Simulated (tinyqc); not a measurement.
Inside a calculation. Model: Hall effect and magnetoresistance of several carrier groups with constant relaxation times. Computed by tinyqc, a small Python program that keeps every step. Command: `OMP_NUM_THREADS=1 python tinyqc.py 3029751 3029752 out.jsonl hall2 walk`. One thread of a shared host (Intel(R) Xeon(R) Processor @ 2.30GHz), about 0.01 s of CPU time with the checks. Intermediate numbers are printed to about 6 digits and carried at full precision; extremes and crossings named in words are read from the listed rows.

Group 1 has charge +e and group 2 charge +e; s_i is that sign. B lies along z; mu B is formed with mu in m^2/(V s).

Inputs (values chosen for the exercise, for a model conductor):
```
quantity            value        unit
density n1        5.2e+10      1/cm^2
mobility mu1        19000  cm^2/(V s)
density n2        7.9e+10      1/cm^2
mobility mu2          720  cm^2/(V s)
magnetic field B     0.33           T
```

Carriers: light and heavy holes. Densities: per area (a thin layer).

Constants: e = 1.602176634e-19 C.

## Conductivity of each group

sigma_xx = sum n_i e mu_i/(1 + mu_i^2 B^2); sigma_xy = sum s_i n_i e mu_i^2 B/(1 + mu_i^2 B^2).

Parts (S):
```
group       mu B     sigma_xx     sigma_xy
group 1    0.627  1.13626e-04  7.12432e-05
group 2  0.02376  9.10804e-06  2.16407e-07
```

sigma_xx = 1.22734e-04 S

sigma_xy = 7.14596e-05 S

sigma at B = 0 = 1.67408e-04 S

## Resistivity, Hall coefficient and magnetoresistance

rho_xx = sigma_xx/(sigma_xx^2 + sigma_xy^2); Hall coefficient R_H = sigma_xy/(B (sigma_xx^2 + sigma_xy^2)), with B in V s/cm^2 (1 T = 1e-4 V s/cm^2); magnetoresistance MR = rho_xx(B)/rho_xx(0) - 1. Apparent density 1/(e |R_H|); Hall mobility |R_H|/rho_xx.

rho_xx = 6084.95 ohm

Hall coefficient R_H = 1.07360e+08 cm^2/C

magnetoresistance MR = 1.86713 %

apparent density = 5.81365e+10 1/cm^2

Hall mobility = 17643.4 cm^2/(V s)

A one-carrier reading would report holes of density 5.81e10, against n1 = 5.2e10 and n2 = 7.9e10.

## Limits of weak and strong field

Weak field: R_H(0) = sum s_i n_i mu_i^2/(e (sum n_i mu_i)^2); MR = c B^2 with c = n1 n2 mu1 mu2 (s1 mu1 - s2 mu2)^2/(n1 mu1 + n2 mu2)^2. Strong field: R_H = 1/(e sum s_i n_i); rho_xx saturates at (n1/mu1 + n2/mu2)/(e (sum s_i n_i)^2).

R_H at weak field = 1.07551e+08 cm^2/C

coefficient c = 0.172003 1/T^2

R_H at strong field = 4.76451e+07 cm^2/C

saturation MR = 584.728 %

R_H keeps its sign, and its size changes by a factor 0.443 from weak to strong field.

## Field dependence

rho_xx = sigma_xx/(sigma_xx^2 + sigma_xy^2); Hall coefficient R_H = sigma_xy/(B (sigma_xx^2 + sigma_xy^2)), with B in V s/cm^2 (1 T = 1e-4 V s/cm^2); magnetoresistance MR = rho_xx(B)/rho_xx(0) - 1.

Against the field:
```
B (T)        mu1 B  rho_xx (ohm)  R_H (cm^2/C)       MR (%)
0.026  4.94000e-02        5974.1   1.07550e+08  1.16272e-02
0.079  1.50100e-01        5979.8   1.07540e+08  1.07327e-01
0.21   3.99000e-01        6018.7   1.07473e+08  7.57551e-01
0.53   1.00700e+00        6259.7   1.07060e+08  4.79197e+00
1.3    2.47000e+00        7627.6   1.04714e+08  2.76919e+01
3.2    6.08000e+00       14059.0   9.36833e+07  1.35359e+02
7.9    1.50100e+01       28585.0   6.87696e+07  3.78536e+02
21     3.99000e+01       38401.9   5.19325e+07  5.42880e+02
63     1.19700e+02       40605.1   4.81539e+07  5.79763e+02
```

MR starts as B^2.00 and ends as B^0.06; it saturates at 585 %. One group alone would show no magnetoresistance in this model. The rows with mu1 B well above 1 show the semiclassical limit; Landau quantisation is left out.

## Back from four measured limits to the two groups

With z_i = s_i mu_i and w_i = s_i n_i the moments M_k = w1 z1^k + w2 z2^k are M_(-1) = (1 + MR_sat) M_0^2/M_1, M_0 = 1/(e R_strong), M_1 = sigma(0)/e, M_2 = R_weak sigma(0)^2/e. The z_i are the roots of z^2 + p z + q with M_2 + p M_1 + q M_0 = 0 and M_1 + p M_0 + q M_(-1) = 0; then w follows from M_0 and M_1. Group 1 is the faster.

p and q: -19720  1.36800e+07

signed mobilities s_i mu_i (cm^2/(V s)): 19000  720.000

densities (1/cm^2): 5.20000e+10  7.90000e+10

Checks made by the program: weak-field formulas against the tensor at mu1 B = 1e-3 (relative difference 1e-08); recovered mobilities and densities against the inputs (relative difference below 1e-10).
